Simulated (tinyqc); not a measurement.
# Undoped gate-all-around wire MOSFET, analytic charge model: effects of single changes

An undoped round wire of radius R under an insulator shell and a surrounding gate; long channel, electrons only, n = ni exp((psi - V)/Vt) with V the quasi-Fermi potential (0 at the source, Vd at the drain), constant mobility, no quantisation. The radial Poisson equation gives n(r) = n(0)/(1 - (1 - b) r^2/R^2)^2 with b = Q0/(Q + Q0). Q is the electron charge per area of the wire surface.

Values chosen for this exercise; material values close to those of silicon:
```
symbol    value        unit                                             meaning
T           325           K                                         temperature
Eg         1.11          eV                                            band gap
eps_r      11.7                      relative permittivity of the semiconductor
Nc      3.11e19       cm^-3              conduction-band density of states at T
Nv      3.02e19       cm^-3                 valence-band density of states at T
eox          24                     relative permittivity of the gate insulator
tox          10          nm                                 insulator thickness
R             4          nm                                         wire radius
dphi       -0.1           V  gate work function less that of the intrinsic body
mu          650  cm^2/(V s)                                    channel mobility
L           0.1          um                                         gate length
Vd          0.1           V                                       drain voltage
```

Constants: q = 1.602176634e-19 C, kB = 1.380649e-23 J/K, Vt = kB T/q, eps0 = 8.8541878128e-14 F/cm where lengths are in cm. Results are converted to the units shown.

Each table varies one quantity; the others keep the values above.

## Transfer curve and volume inversion

ni = sqrt(Nc Nv) exp(-Eg/(2 Vt)), Eg in volts; Cox = eps0 eox/(R ln(1 + tox/R)); Q0 = 4 eps0 eps_r Vt/R; V0 = dphi + Vt ln[8 eps0 eps_r Vt/(q ni R^2)]. Q solves Vg - V0 - V = Q/Cox + Vt ln(Q/Q0) + Vt ln(1 + Q/Q0). I = mu (2 pi R/L)[2 Vt (Qs - Qd) + (Qs^2 - Qd^2)/(2 Cox) + Vt Q0 ln((Qd + Q0)/(Qs + Q0))], with Qs at V = 0 and Qd at V = Vd. The drop is psi(surface) - psi(centre) at the source end; C = dQs/dVg, Cg = Cox, drop = 2 Vt ln(1 + Qs/Q0); gm = dI/dVg.

Results:
```
Vg (V)  Qs (nC/cm^2)  drop (mV)      C/Cg    I (uA)  gm/I (1/V)
0.12        0.006270   0.001210  5.279e-5  2.788e-5       35.70
0.27           1.308     0.2519   0.01084  0.005860       35.42
0.42           95.13      15.89    0.3911    0.6337       22.65
0.57           463.5      53.47    0.7073     5.281       8.313
0.72           954.2      81.56    0.8197     12.81       4.276
0.87            1494      101.7    0.8726     21.42       2.775
1.17            2640      129.5    0.9212     39.95       1.588
1.32            3230      139.8    0.9341     49.54       1.301
```

Estimate the missing row, Vg = 1.02 V.

Computed row:
```
Vg (V)  Qs (nC/cm^2)  drop (mV)    C/Cg  I (uA)  gm/I (1/V)
1.02            2060      117.2  0.9024   30.54       2.027
```

With this row back in the table: The current rises from 2.79e-5 to 49.5 uA. In the first row gm/I is 35.7 1/V, within 0.01 % of 1/Vt: with no depletion charge the whole body follows the gate, and the swing is ideal. The drop between surface and centre goes from 0.0012 to 140 mV and passes Vt at Vg = 0.57 V among the rows; below that the density varies across the body by less than a factor of e (volume inversion). C reaches 0.93 of Cg in the last row. For Vg = 0.57 to 1.32 V the surface density at the source passes 0.3 Nc, where Boltzmann statistics fail. For Vg = 0.57 to 1.32 V mu V/L, with V the smaller of Vd and Vg - V0, passes 3e6 cm/s, so velocity saturation would lower the current. In every row the body is thin enough for quantum confinement, left out here, to raise the threshold.

## Effect of the insulator thickness

I = mu (2 pi R/L)[2 Vt (Qs - Qd) + (Qs^2 - Qd^2)/(2 Cox) + Vt Q0 ln((Qd + Q0)/(Qs + Q0))], with Qs at V = 0 and Qd at V = Vd.  I(low) is taken at Vg = 0.17 V, Qs and I(high) at Vg = 0.92 V.

The same in every row: V0 (V) = 0.42085.

Results:
```
tox (nm)  I(low) (nA)  Qs(high) (nC/cm^2)  I(high) (uA)
3.3           0.16618              3199.2        46.049
6.9           0.16617              2045.7        29.646
10            0.16617              1680.6        24.418
14            0.16616              1429.3        20.810
21            0.16615              1199.0        17.494
30            0.16615              1044.0        15.256
```

Estimate the missing row, tox = 4.8 nm.

Computed row:
```
tox (nm)  I(low) (nA)  Qs(high) (nC/cm^2)  I(high) (uA)
4.8           0.16618              2525.9        36.493
```

With this row back in the table: As tox goes from 3.3 to 30 nm, I(low) stays near 0.166 nA and I(high) falls from 46.0 to 15.3 uA. On average I(low) is independent of tox and I(high) goes as tox^(-0.50). Below threshold no voltage drops over the insulator in this long-channel model, so its thickness does not matter there. In every row the surface density at the source at the higher gate voltage passes 0.3 Nc, where Boltzmann statistics fail. In every row mu V/L at the higher gate voltage, with V the smaller of Vd and Vg - V0, passes 3e6 cm/s, so velocity saturation would lower the current. At tox = 30 nm L is under three scale lengths of this cross-section, so short-channel effects, left out here, would raise the subthreshold current. In every row the body is thin enough for quantum confinement, left out here, to raise the threshold.

## Output curve

Same model as above.

In this table Vg = 0.89 V.

Output curve:
```
Vd (V)  Qd (nC/cm^2)      Qd/Qs  I (uA)
0.09          1238.2    0.78940  20.621
0.17          954.25    0.60839  34.935
0.26          651.14    0.41514  46.711
0.34          404.51    0.25790  53.579
0.42          194.76    0.12417  57.442
0.5           52.485   0.033462  58.961
0.58          5.2099  0.0033216  59.249
0.67         0.22224  1.4169e-4  59.272
0.75        0.012804  8.1634e-6  59.273
```

What does the table show?

The current rises from 20.6 to 59.3 uA, while the charge at the drain end falls from 0.79 to 8.2e-6 of that at the source. The current first comes within 1 % of its last value at Vd = 0.5 V among the rows. Over the last rows Qd falls by a factor of e for each Vt of drain voltage: the drain end is in weak inversion. In every row the surface density at the source passes 0.3 Nc, where Boltzmann statistics fail. In every row mu V/L, with V the smaller of Vd and Vg - V0, passes 3e6 cm/s, so velocity saturation would lower the current. In every row the body is thin enough for quantum confinement, left out here, to raise the threshold.

Computed by the program tinyqc: `OMP_NUM_THREADS=1 python tinyqc.py 2460057 2460058 out.jsonl`, one thread of a shared Intel Xeon 2.30GHz, about 0.02 s for the whole run.
